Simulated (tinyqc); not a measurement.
Inside a calculation. Model: isotype n-N heterojunction, non-linear Poisson equation by Newton steps, Boltzmann statistics.

Numbers from tinyqc (`OMP_NUM_THREADS=1 python tinyqc.py 2040113 2040114 out.jsonl`; about 0.02 s on one thread of a shared Intel Xeon 2.30GHz). Printed values are rounded.

One dimension, material 1 (n-type) at x < 0 and material 2 (n-type) at x > 0. Band edges: Ec = -psi in material 1 and -psi + dEc in material 2, Ev = Ec - Eg. Equilibrium, Fermi level at 0. n = Nc F((EFn - Ec)/Vt), p = Nv F((Ev - EFp)/Vt), with F(eta) = exp(eta) (Boltzmann statistics); full ionisation, no interface charge, classical densities; the doping types are chosen for the exercise.

Inputs (values chosen for the exercise); band and dielectric values those of a made-up pair: temperature T = 400 K; band gap of material 1 Eg1 = 1.44 eV; relative permittivity of material 1 er1 = 10.7; conduction-band density of states of material 1 Nc1 = 7.61e17 cm^-3; valence-band density of states of material 1 Nv1 = 1.77e19 cm^-3; band gap of material 2 Eg2 = 1.27 eV; relative permittivity of material 2 er2 = 11; conduction-band density of states of material 2 Nc2 = 6.91e17 cm^-3; valence-band density of states of material 2 Nv2 = 1.4e19 cm^-3; conduction-band offset Ec2 - Ec1 dEc = 0.26 eV; donor density of material 1 N1 = 4.7e16 cm^-3; donor density of material 2 N2 = 1.9e16 cm^-3; bias of side 1 against side 2 V = 0 V.

Constants: q = 1.602176634e-19 C, kB = 1.380649e-23 J/K, Vt = kB T/q, eps0 = 8.8541878128e-14 F/cm where lengths are in cm. Results are converted to the units shown.

Range of the model: At the interface a carrier density exceeds a fifth of the band density of states, where Boltzmann statistics overestimate it.

## Offsets and end potentials

dEv = Ev1 - Ev2 = Eg2 - Eg1 - dEc. Neutrality of the majority carriers far from the junction: Nc1 F(psi_L/Vt) = N1 and Nc2 F((V + psi_R - dEc)/Vt) = N2. Total bending psi_R - psi_L.

dEv = -0.43 eV
psi_L = -0.0959794 V
psi_R = 0.136128 V
psi_R - psi_L = 0.232107 V

The alignment is staggered (type II): dEc and dEv have opposite signs.

## Permittivity of the intervals

```
node,x (nm)
0,-199
1,-127
2,-75.3
3,-37.5
4,-10
5,10
6,36.9
7,73.1
8,122
9,187
10,276
11,395
```

er1 or er2; the interface lies midway in its interval, which gets the series value 2 er1 er2/(er1 + er2).

```
interval,eps_r
0,10.7
1,10.7
2,10.7
3,10.7
4,10.8479
5,11
6,11
7,11
8,11
9,11
10,11
```

## Couplings between neighbouring nodes

a_i = eps0 eps_r/h_i for the interval from node i to i + 1, with h_i = x_(i+1) - x_i in cm.

```
interval,coupling a_i (F/cm^2)
0,1.31583e-7
1,1.83249e-7
2,2.50634e-7
3,3.44508e-7
4,4.80248e-7
5,3.62067e-7
6,2.69050e-7
7,1.99174e-7
8,1.49840e-7
9,1.09434e-7
10,8.18454e-8
```

## Starting potential

```
node,material
0,1
1,1
2,1
3,1
4,1
5,2
6,2
7,2
8,2
9,2
10,2
11,2
```

psi_L + (psi_R - psi_L)(1 + tanh(x/s))/2 on the inner nodes with s = 49 nm, psi_L and psi_R on the ends.

```
node,psi at the start (V)
0,-0.095979
1,-0.094685
2,-0.085717
3,-0.054687
4,-0.003287
5,0.043435
6,0.093997
7,0.124947
8,0.134542
9,0.136015
10,0.136125
11,0.136128
```

## Iteration 1: densities, residual and Jacobian diagonal

n_i = Nc F(a_n), a_n = (V - Ec_i)/Vt; p_i = Nv F(a_p), a_p = (Ec_i - Eg)/Vt; rho_i = p_i - n_i + C_i with C = +N1 or +N2; g_i = (n_i + p_i)/Vt. Box widths w_i = (h_(i-1) + h_i)/2 in cm. Residual F_i = a_i (psi_(i+1) - psi_i) - a_(i-1) (psi_i - psi_(i-1)) + q rho_i w_i; Jacobian: a_(i-1) and a_i beside the diagonal, b_i = -a_(i-1) - a_i - q g_i w_i on it. The two end nodes are fixed.

```
node,n (cm^-3),p (cm^-3)
0,4.7e16,206.091
1,4.87983e16,198.496
2,6.32996e16,153.023
3,1.55727e17,62.2003
4,6.91786e17,14.0018
5,1.29086e15,7.47190e5
6,5.59668e15,1.72338e5
7,1.37369e16,70213.9
8,1.81460e16,53153.3
9,1.89382e16,50929.9
10,1.89984e16,50768.5
11,1.9e16,50764.1
```

```
node,residual F (C/cm^2),diagonal b (F/cm^2)
1,-3.08880e-10,-1.71772e-6
2,-5.55260e-9,-1.75054e-6
3,-4.69458e-8,-2.95847e-6
4,-2.40622e-7,-8.46158e-6
5,2.52218e-9,-8.56385e-7
6,-3.20438e-9,-7.13191e-7
7,-2.82808e-9,-7.39908e-7
8,-9.11136e-10,-8.29357e-7
9,-1.32436e-10,-9.37081e-7
10,-8.99794e-12,-1.10967e-6
```

## Iteration 1: Newton step

Solve the tridiagonal system a_(i-1) d_(i-1) + b_i d_i + a_i d_(i+1) = -F_i for nodes 1 to 10, with d = 0 on fixed nodes. Each component d is damped to sign(d) Vt ln(1 + |d|/Vt) before it is added.

```
node,"Newton step d, before damping (V)"
1,-0.0008321
2,-0.0061146
3,-0.0199446
4,-0.0305569
5,-0.0230438
6,-0.0209399
7,-0.0125865
8,-0.0042722
9,-0.0008350
10,-0.0000905
```

```
node,psi after iteration 1 (V)
0,-0.095979
1,-0.095507
2,-0.091346
3,-0.070424
4,-0.025165
5,0.025789
6,0.077635
7,0.114218
8,0.130515
9,0.135190
10,0.136034
11,0.136128
```

## Iteration 2: densities, residual and Jacobian diagonal

As before.

```
node,n (cm^-3),p (cm^-3)
0,4.7e16,206.091
1,4.76480e16,203.288
2,5.37625e16,180.168
3,9.86477e16,98.1905
4,3.66705e17,26.4144
5,7.73652e14,1.24671e6
6,3.48162e15,2.77032e5
7,1.00625e16,95852.5
8,1.61449e16,59741.2
9,1.84902e16,52163.6
10,1.89486e16,50901.7
11,1.9e16,50764.1
```

```
node,residual F (C/cm^2),diagonal b (F/cm^2)
1,5.83708e-11,-1.68465e-6
2,-3.67339e-10,-1.55216e-6
3,-1.66694e-8,-2.09223e-6
4,-1.12774e-7,-4.87292e-6
5,1.14916e-9,-8.50748e-7
6,-1.08486e-9,-6.82174e-7
7,-5.03862e-10,-6.67238e-7
8,5.97333e-11,-7.76388e-7
9,2.07153e-11,-9.21049e-7
10,8.49168e-13,-1.10727e-6
```

## Iteration 2: Newton step

As before.

```
node,"Newton step d, before damping (V)"
1,-0.0002137
2,-0.0022829
3,-0.0125161
4,-0.0259646
5,-0.0196504
6,-0.0149068
7,-0.0073199
8,-0.0018554
9,-0.0002826
10,-0.0000272
```

```
node,psi after iteration 2 (V)
0,-0.095979
1,-0.095720
2,-0.093556
3,-0.081101
4,-0.044519
5,0.010239
6,0.065247
7,0.107580
8,0.128708
9,0.134909
10,0.136007
11,0.136128
```

## Course of the Newton iteration

Stop when the largest undamped |d| is below 1e-9 V, or after 80 iterations.

Course of the iteration:
```
iteration,largest |F| (C/cm^2),largest |d| (V),at node
1,2.41e-7,0.0306,4
2,1.13e-7,0.0260,4
3,4.80e-8,0.0180,4
4,1.61e-8,8.40e-3,4
5,2.97e-9,1.80e-3,4
6,1.35e-10,8.28e-5,4
7,2.92e-13,1.76e-7,4
8,1.33e-18,7.94e-13,4
```

Converged in 8 iterations. Once the step is below 0.1 Vt, 3 more iteration(s) reach the threshold: near the solution the error is roughly squared each time.

## Band edges, densities and displacement

```
node,converged psi (V)
0,-0.095979
1,-0.095841
2,-0.094720
3,-0.088898
4,-0.068388
5,-0.007998
6,0.052689
7,0.101833
8,0.127231
9,0.134669
10,0.135983
11,0.136128
```

Ec, Ev, n and p as defined; D = a_k (psi_(k+1) - psi_k) on the interval that holds the interface.

```
node,Ec (eV),Ev (eV),n (cm^-3),p (cm^-3)
0,0.095979,-1.34402,4.7e16,206.091
1,0.095841,-1.34416,4.71889e16,205.266
2,0.094720,-1.34528,4.87486e16,198.698
3,0.088898,-1.35110,5.77183e16,167.820
4,0.068388,-1.37161,1.04649e17,92.5600
5,0.267998,-1.00200,2.90305e14,3.32243e6
6,0.207311,-1.06269,1.68841e15,5.71257e5
7,0.158167,-1.11183,7.02522e15,1.37294e5
8,0.132769,-1.13723,1.46776e16,65713.4
9,0.125331,-1.14467,1.82130e16,52957.5
10,0.124017,-1.14598,1.89208e16,50976.7
11,0.123872,-1.14613,1.9e16,50764.1
```

D = 29.0023 nC/cm^2

## Check against the first integral

Exact first integral: on each side D^2/(2 eps0 er) = G, G = q [Vt (nI_j - nI_b) + Vt (pI_j - pI_b) - C (psi_j - psi_b)], with C = +N1 or +N2, b the neutral end of that side, and nI, pI the densities themselves. D is continuous, so er1 G1(psi_j) = er2 G2(psi_j) fixes psi_j. Ends from Nc1 F(psi_L/Vt) = N1 and Nc2 F((V + psi_R - dEc)/Vt) = N2. D is counted positive when psi rises towards material 2.

psi_j = -0.0462884 V
D = 29.6363 nC/cm^2
psi_j - psi_L = 0.0496910 V
psi_R - psi_j = 0.182416 V
Ec1 - EFn at the interface = 0.0462884 eV
Ec2 - EFn at the interface = 0.306288 eV

Material 2 takes 78.6 % of the bending. The 12-node mesh gave D = 29.00 nC/cm^2, 2.1 % below the exact value in size.
